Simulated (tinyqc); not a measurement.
Stark shift: graded (staircase) quantum well by finite differences.

Finite differences on points z_i at the centres of cells of width h: H_ii = (c/h^2)(1/m_(i-1/2) + 1/m_(i+1/2)) + V_i, H_(i,i+1) = -(c/h^2)/m_(i+1/2), where m_(i+1/2) is the mean of the masses at the two points (the end values are repeated outwards), psi = 0 on the points beyond both ends, c = hbar^2/2m0. The field adds e F (z - z0) with z0 the middle of the structure; 1 kV/cm = 1e-5 eV/angstrom.

Constants: hbar^2/2m0 = 3.80998211 eV angstrom^2.

Values chosen for the exercise (out of a larger set: near those of an InGaAs well in InP; not measured data): layers = ((84, 0.264, 0.081), (28, 0.117, 0.0591), (28, 0.029, 0.0459), (28, 0, 0.0415), (28, 0.029, 0.0459), (28, 0.117, 0.0591), (84, 0.264, 0.081)) (each layer: thickness in angstrom, band edge in eV, mass in m0); hf = 1.75 angstrom (cell width of the fine grid); Fs = (0, 8.33, 16.7, 25, 33.3, 41.7, 50) kV/cm (fields).

Fine grid. Perturbation theory: dE1 = e F z_11 - beta (e F)^2 with beta = sum_j z_1j^2/(E_j - E_1) over the 13 next levels at zero field, z from z0.

Levels against field:
```
F (kV/cm)  E1 (eV)  E2 (eV)  dE1 (meV)  second order (meV)  <z - z0> (angstrom)  E2 - E1 (meV)
0           0.0540   0.1631       0.00                0.00                  0.0          109.2
8.33        0.0539   0.1631      -0.05               -0.05                 -1.2          109.1
16.7        0.0538   0.1629      -0.19               -0.19                 -2.3          109.1
25.0        0.0535   0.1625      -0.43               -0.43                 -3.5          109.0
33.3        0.0532   0.1620      -0.77               -0.77                 -4.6          108.8
41.7        0.0528   0.1614      -1.21               -1.21                 -5.8          108.6
50.0        0.0522   0.1606      -1.74               -1.74                 -7.0          108.3
```

z_11 = 0.00 angstrom
beta = 6953 angstrom^2/eV

How do the results move, and what explains it?

At zero field the state is centred, so the shift starts as F^2; it turns linear only if the state is pulled to one side. At 50 kV/cm E1 has moved by -1.74 meV, where second order gives -1.74 meV; they differ by 0.1 % there. The electron moves by -7.0 angstrom, against the rise of the potential. E2 - E1 shrinks with the field; the ends are 109.2 and 108.3 meV.

tinyqc: `OMP_NUM_THREADS=1 python tinyqc.py 1281152 1281153 out.jsonl`; about 0.01 s, one thread, shared Intel(R) Xeon(R) Processor @ 2.30GHz.
